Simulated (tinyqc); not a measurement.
Hydrogenic impurity: series, fields, screening, photoionisation and donor-acceptor pairs: one step, computed by the program tinyqc. Command: `OMP_NUM_THREADS=1 python tinyqc.py 3001521 3001522 out.jsonl hydrogenic walk`. One thread of a shared host (Intel(R) Xeon(R) Processor @ 2.30GHz), about 0.01 s of CPU time with the checks.

One isotropic, parabolic band. Effective units: Ry* and a*, in which H = -nabla^2 - 2/r.

Problem. Overlap of donors. Wigner-Seitz radius r_s = (3/(4 pi N))^(1/3); Mott criterion N_c^(1/3) a* = 0.26; overlap of two 1s orbitals at distance d: S = exp(-x)(1 + x + x^2/3), x = d/a*, with d = N^(-1/3).

Inputs (values chosen for the exercise, for a model semiconductor): donor density N = 2.4e+15 cm^-3.

Parts treated: magnetic field and screening.

a* = 189.4392 angstrom

Give: r_s; Mott density; N over the Mott density; overlap S.

Solution.

r_s = 463.3 angstrom

Mott density = 2.585e+15 cm^-3

N over the Mott density = 0.9283

overlap S = 0.1964

The sample is on the insulating side, but close enough for an impurity band.
